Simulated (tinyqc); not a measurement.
# Worked calculation: double-gate transistor below threshold, two-dimensional Poisson equation on a small mesh

Numbers from tinyqc (`OMP_NUM_THREADS=1 python tinyqc.py 2480105 2480106 out.jsonl`; about 0.1 s on one thread of a shared Intel Xeon 2.30GHz). Printed values are rounded.

Half of a symmetric double-gate structure: row 0 is the mid-plane of the body, where the normal field vanishes. Mobile charge is neglected (subthreshold), the body is fully depleted, and potentials are counted from the intrinsic level; rows run upward to the gate, columns from source to drain.

Parameters, values chosen for the exercise; semiconductor permittivity close to that of In0.53Ga0.47As:
- T = 400 K (temperature)
- eps_r = 14 (relative permittivity of the semiconductor)
- eox = 25 (relative permittivity of the insulator)
- tb = 4 nm (half the body thickness)
- tox = 7.2 nm (insulator thickness)
- L = 42 nm (channel length)
- Na = 0 cm^-3 (acceptor density of the depleted body)
- Vbi = 0.53 V (potential of the source)
- Vfb = 0.05 V (gate offset)
- Vg = -0.1 V (gate voltage)
- Vd = 1 V (drain voltage)

Constants: q = 1.602176634e-19 C, kB = 1.380649e-23 J/K, Vt = kB T/q, eps0 = 8.8541878128e-14 F/cm where lengths are in cm. Results are converted to the units shown.

## Coefficients of the five-point equations

Mesh: rows i = 0..2 in the semiconductor (step hs = tb/2, row 2 on the interface), then 1 step(s) ho = tox/1 up to the gate row 3; columns j = 0..4 (step hy = L/4). Box integration, divided by eps0: up_i = eps hy/h of the interval above row i, dn_i = that of the interval below (0 for row 0), lat_i = (sum of eps h/2 over the intervals above and below)/hy, s_i = -q Na w_i hy/eps0 with w_i the semiconductor height of the box (hs/2 for row 0 and the interface row, hs between, 0 in the insulator). Each free node obeys (up + dn + 2 lat) psi = up psi(above) + dn psi(below) + lat [psi(left) + psi(right)] + s.

up, row 0 to 2: [73.5, 73.5, 36.4583]
dn, row 0 to 2: [0, 73.5, 73.5]
lat, row 0 to 2: [1.33333, 2.66667, 9.90476]
s, row 0 to 2 (V): [0, 0, 0]

## The linear system

fixed values (free nodes shown as 0) (V):
```
            j=0       j=1       j=2       j=3       j=4
row 0   0.53000   0.00000   0.00000   0.00000   1.53000
row 1   0.53000   0.00000   0.00000   0.00000   1.53000
row 2   0.53000   0.00000   0.00000   0.00000   1.53000
row 3  -0.15000  -0.15000  -0.15000  -0.15000  -0.15000
```

Unknowns (row, column) in the order listed; A has up + dn + 2 lat on the diagonal and -up, -dn, -lat towards free neighbours; b holds s and the terms of fixed neighbours. Fixed values: gate row Vg - Vfb; column 0 at Vbi and the last column at Vbi + Vd in the semiconductor, each running linearly to Vg - Vfb across the insulator.

A:
```
         (0,1)    (0,2)    (0,3)    (1,1)    (1,2)    (1,3)    (2,1)    (2,2)
(0,1)   76.167   -1.333    0.000  -73.500    0.000    0.000    0.000    0.000
(0,2)   -1.333   76.167   -1.333    0.000  -73.500    0.000    0.000    0.000
(0,3)    0.000   -1.333   76.167    0.000    0.000  -73.500    0.000    0.000
(1,1)  -73.500    0.000    0.000  152.333   -2.667    0.000  -73.500    0.000
(1,2)    0.000  -73.500    0.000   -2.667  152.333   -2.667    0.000  -73.500
(1,3)    0.000    0.000  -73.500    0.000   -2.667  152.333    0.000    0.000
(2,1)    0.000    0.000    0.000  -73.500    0.000    0.000  129.768   -9.905
(2,2)    0.000    0.000    0.000    0.000  -73.500    0.000   -9.905  129.768
(2,3)    0.000    0.000    0.000    0.000    0.000  -73.500    0.000   -9.905

         (2,3)
(0,1)    0.000
(0,2)    0.000
(0,3)    0.000
(1,1)    0.000
(1,2)    0.000
(1,3)  -73.500
(2,1)    0.000
(2,2)   -9.905
(2,3)  129.768
```

b (V): (0,1) 0.70667, (0,2) 0.00000, (0,3) 2.04000, (1,1) 1.41333, (1,2) 0.00000, (1,3) 4.08000, (2,1) -0.21923, (2,2) -5.46875, (2,3) 9.68554

## Direct solution

Solve A psi = b.

psi at the free nodes (V): (0,1) 0.052796, (0,2) -0.001597, (0,3) 0.302310, (1,1) 0.045126, (1,2) -0.008097, (1,3) 0.285552, (2,1) 0.021795, (2,2) -0.027182, (2,3) 0.234298

## Iteration 1: Gauss-Seidel sweep

psi at the start (fixed values on the edges, free nodes at zero) (V):
```
            j=0       j=1       j=2       j=3       j=4
row 0   0.53000   0.00000   0.00000   0.00000   1.53000
row 1   0.53000   0.00000   0.00000   0.00000   1.53000
row 2   0.53000   0.00000   0.00000   0.00000   1.53000
row 3  -0.15000  -0.15000  -0.15000  -0.15000  -0.15000
```

Free nodes: rows 0..2, columns 1..3, taken row by row from row 0, left to right. t = (up psi(above) + dn psi(below) + lat [psi(left) + psi(right)] + s)/(up + dn + 2 lat), with the newest neighbours; psi(new) = t.

psi after iteration 1 (V):
```
            j=0       j=1       j=2       j=3       j=4
row 0   0.53000   0.00928   0.00016   0.02679   1.53000
row 1   0.53000   0.01375   0.00032   0.03971   1.53000
row 2   0.53000   0.00610  -0.04150   0.09396   1.53000
row 3  -0.15000  -0.15000  -0.15000  -0.15000  -0.15000
```

## Iteration 2: Gauss-Seidel sweep

As before.

psi after iteration 2 (V):
```
            j=0       j=1       j=2       j=3       j=4
row 0   0.53000   0.02255   0.00117   0.06513   1.53000
row 1   0.53000   0.02311  -0.01836   0.10322   1.53000
row 2   0.53000   0.00823  -0.04474   0.12969   1.53000
row 3  -0.15000  -0.15000  -0.15000  -0.15000  -0.15000
```

## Course of the iteration: Gauss-Seidel sweep

Stop when the largest change of psi is below 1e-7 V, or after 400 iterations. Fixed values: gate row Vg - Vfb; column 0 at Vbi and the last column at Vbi + Vd in the semiconductor, each running linearly to Vg - Vfb across the insulator.

Course of the iteration:
```
iteration  psi at row 0, j = 2 (V)  largest |change| of one entry (V)
1                       1.62414e-4                             0.0940
2                       0.00117169                             0.0635
3                       -0.0160207                             0.0610
4                       -0.0232293                             0.0448
5                       -0.0258273                             0.0329
6                       -0.0257541                             0.0243
7                       -0.0242263                             0.0181
8                       -0.0219978                             0.0135
9                       -0.0195239                             0.0101
...                            ...                                ...
54                     -0.00159953                            4.74e-7
55                     -0.00159915                            3.85e-7
56                     -0.00159883                            3.12e-7
57                     -0.00159858                            2.53e-7
58                     -0.00159838                            2.06e-7
59                     -0.00159821                            1.67e-7
60                     -0.00159807                            1.35e-7
61                     -0.00159796                            1.10e-7
62                     -0.00159787                            8.92e-8
```

Converged in 62 iterations. At the end each change is about 0.81 times the one before: linear convergence.

## Barrier, swing and barrier lowering

converged psi (V):
```
            j=0       j=1       j=2       j=3       j=4
row 0   0.53000   0.05280  -0.00160   0.30231   1.53000
row 1   0.53000   0.04513  -0.00810   0.28555   1.53000
row 2   0.53000   0.02180  -0.02718   0.23430   1.53000
row 3  -0.15000  -0.15000  -0.15000  -0.15000  -0.15000
```

d psi/dVg on row 0: j=0 0.000000, j=1 0.722413, j=2 0.874235, j=3 0.722413, j=4 0.000000
d psi/dVd on row 0: j=0 0.00000, j=1 0.01404, j=2 0.06288, j=3 0.26355, j=4 1.00000

The barrier is read along row 0, the path farthest from the gate. Take the node j of lowest psi: barrier Vbi - psi_j; swing Vt ln 10/(d psi_j/dVg); DIBL = (d psi_j/dVd)/(d psi_j/dVg). The derivatives solve the same equations with s = 0 and a unit change of that voltage.

j = 2
barrier = 0.531597 V
swing = 90.7863 mV/decade
DIBL = 71.9285 mV/V

A mesh of 12, 8 and 80 steps (semiconductor, insulator, channel) gives a barrier of 0.602 V, a swing of 86.3 mV a decade and a DIBL of 25.2 mV/V; the small mesh puts the barrier 12 % below that.
